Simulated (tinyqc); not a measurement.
Plane-wave Kohn-Sham cycle with exchange-only LDA in a layered model solid, step by step. Computed by tinyqc, a small Python program that keeps every step. Settings: points = 16, plane-wave index or count = 2, electrons = 2, k points = 4, area = 10.0, mixing = 0.8, iteration cap = 75. Command: `OMP_NUM_THREADS=1 python tinyqc.py 27091 27092 out.jsonl` (the two numbers bound the seeds that draw the settings). One thread of a shared host (Intel(R) Xeon(R) Processor @ 2.60GHz), about 0.04 s of CPU time with the checks.

A solid whose potential varies along x alone (atomic units):
```
parameter                      value
period a                    9.600000
cross-section of the cell  10.000000
electrons per cell                 2
grid points                       16
plane waves -n..n, n               2
k points                           4
V1 in V1 cos(2 pi x/a)     -0.550000
V2 in V2 cos(4 pi x/a)     -0.280000
```

Stop when sqrt(dV sum R^2) is below 1e-8, dV = a A/N.

Course of the cycle:
```
iteration  E (hartree)  norm of the residual
1          -1.27926341              2.77e-01
2          -1.05367545              4.03e-01
3          -2.24464385              3.79e-01
4          -0.88135955              3.53e-01
5          -2.05676775              3.57e-01
6          -0.91225546              3.66e-01
7          -2.11784211              3.64e-01
8          -0.90217595              3.62e-01
9          -2.09998522              3.62e-01
10         -0.90510901              3.63e-01
11         -2.10536083              3.63e-01
...                ...                   ...
65         -2.10412540              3.63e-01
66         -0.90442772              3.63e-01
67         -2.10412540              3.63e-01
68         -0.90442772              3.63e-01
69         -2.10412540              3.63e-01
70         -0.90442772              3.63e-01
71         -2.10412540              3.63e-01
72         -0.90442772              3.63e-01
73         -2.10412540              3.63e-01
74         -0.90442772              3.63e-01
75         -2.10412540              3.63e-01
```

Can the last value be used, and what does the course show?

Not by the stop rule. Not converged within 75 iterations: the residual has stopped falling: the iteration swings between two states. Reruns (cap 100 unless said): mixing 0.1: not converged; mixing 0.5, Kerker q0 1.0: converged in 42 (E = -0.72184); mixing 0.3, Pulay depth 5: converged in 27 (E = -0.72184); the original settings with a cap of 400: not converged.
